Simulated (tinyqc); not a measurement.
Estimate of lattice thermal conductivity from elastic moduli (Slack, Klemens and Cahill formulas): one step, computed by the program tinyqc. Command: `OMP_NUM_THREADS=1 python tinyqc.py 3006722 3006723 out.jsonl slack walk`. One thread of a shared host (Intel(R) Xeon(R) Processor @ 2.30GHz), about 0.01 s of CPU time with the checks.

An isotropic solid.

Task: Velocities, Poisson ratio and Debye temperature. rho = M/V; vL = sqrt((B + 4G/3)/rho), vT = sqrt(G/rho); v_m = [(vL^-3 + 2 vT^-3)/3]^(-1/3); Poisson ratio sigma = (3B - 2G)/(6B + 2G); Theta = hbar v_m (6 pi^2/V)^(1/3)/k_B.

Inputs (values chosen for the exercise, for a model crystal):
```
quantity            value        unit
bulk modulus B       40.1         GPa
shear modulus G      38.4         GPa
volume per atom V    27.9  angstrom^3
mean atomic mass M   60.5           u
```

Grueneisen parameter: from the Poisson ratio.

Constants: u = 1.6605390666e-27 kg; hbar = 1.054571817e-34 J s; k_B = 1.380649e-23 J/K.

Give: density rho; vL; vT; v_m; Poisson ratio sigma; Debye temperature Theta.

Result:

density rho = 3601 kg/m^3

vL = 5035 m/s

vT = 3266 m/s

v_m = 3582 m/s

Poisson ratio sigma = 0.1371

Debye temperature Theta = 351.6 K
